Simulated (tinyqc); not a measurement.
Quantum point contact as a saddle point: one step of the calculation.

Potential V0 - m wx^2 x^2/2 + m wy^2 y^2/2; energies are counted from V0. Mode n = 0, 1, ... transmits T_n(E) = 1/(1 + exp(-2 pi (E - E_n)/wx)), E_n = wy (n + 1/2); each mode carries 2 q^2/h.

Problem. Thermal average on a coarse grid. g(T) = int g(E) (-df/dE) dE = int g(mu + x kB T) dx/(4 cosh^2(x/2)), g(E) the zero-temperature value at E, g = G/(2 q^2/h). Simpson's rule on nE equally spaced x from -xm to xm.

Parameters, values chosen for the exercise:
- T = 0.5 K (temperature)
- wy = 2.7 meV (transverse quantum hbar wy)
- wx = 2.3 meV (curvature of the barrier hbar wx)
- mu = 6.21 meV (Fermi level above the saddle point)
- nE = 11 (points of the energy grid)
- xm = 8 (half-range of the grid in kB T)

Constants: q = 1.602176634e-19 C, kB = 1.380649e-23 J/K, Vt = kB T/q. Results are converted to the units shown.

Give: x; E; g(E); weight; integral of the weight; g(T); g(T) divided by the integral of the weight.

Solution.

```
point	x	E (meV)	g(E)	weight
0	-8.0000	5.8653	2.0750	0.00034
1	-6.4000	5.9342	2.0915	0.00166
2	-4.8000	6.0032	2.1103	0.00810
3	-3.2000	6.0721	2.1318	0.03763
4	-1.6000	6.1411	2.1561	0.13976
5	0.0000	6.2100	2.1836	0.25000
6	1.6000	6.2789	2.2143	0.13976
7	3.2000	6.3479	2.2483	0.03763
8	4.8000	6.4168	2.2857	0.00810
9	6.4000	6.4858	2.3260	0.00166
10	8.0000	6.5547	2.3690	0.00034
```

integral of the weight = 1.0168
g(T) = 2.2221
g(T) divided by the integral of the weight = 2.1855

Program tinyqc, `OMP_NUM_THREADS=1 python tinyqc.py 2740012 2740013 out.jsonl`; Intel Xeon 2.30GHz, shared host, one thread, about 0.02 s.
